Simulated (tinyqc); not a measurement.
## Joule-heated wire on a substrate, fin equation: effect of the length between the contacts

A wire of length L loses heat along itself to two contacts and sideways to the substrate: kap A theta'' - g theta + p = 0 with theta = T - T0 and p = p0. The ends are held at T0. Constant conductivity, diffusive heat flow.

The equation is solved on 800 equal steps and the peak is the largest node value. LH = sqrt(kap A/g); the share is the integral of g theta over that of p.

Values chosen for this exercise:
- kap = 20 W/(m K) (conductivity along the wire)
- A = 110 nm^2 (cross-section)
- g = 0.33 W/(m K) (conductance per length to the substrate)
- Rc = 0 K/uW (thermal resistance of each contact)
- p0 = 0.02 uW/nm (heating per length)

The same in every row: LH (nm) = 81.65.

Results:

| L (nm) | L/LH | peak theta (K) | peak/(p0/g) | share to the substrate (%) |
|---|---|---|---|---|
| 41 | 0.5021 | 1.861 | 0.03071 | 2.050 |
| 66 | 0.8083 | 4.634 | 0.07646 | 5.111 |
| 110 | 1.347 | 11.56 | 0.1907 | 12.81 |
| 270 | 3.307 | 38.23 | 0.6307 | 43.79 |
| 440 | 5.389 | 52.45 | 0.8655 | 63.22 |
| 710 | 8.696 | 59.04 | 0.9741 | 77.01 |
| 1100 | 13.47 | 60.46 | 0.9976 | 85.15 |

Estimate the missing row, L = 170 nm.

Computed row:

| L (nm) | L/LH | peak theta (K) | peak/(p0/g) | share to the substrate (%) |
|---|---|---|---|---|
| 170 | 2.082 | 22.55 | 0.3721 | 25.24 |

With this row back in the table: As L goes from 41 to 1100 nm, the peak theta rises from 1.86 to 60.5 K and the share of heat to the substrate rises from 2.05 to 85.2 %; L/LH goes from 0.50 to 13. Where L/LH is smallest the peak reaches 0.031 of p0/g, where it is largest 1.0: contacts cool the wire only within a few healing lengths.

Numbers from tinyqc (`OMP_NUM_THREADS=1 python tinyqc.py 2520014 2520015 out.jsonl`; about 0.01 s on one thread of a shared Intel Xeon 2.30GHz).
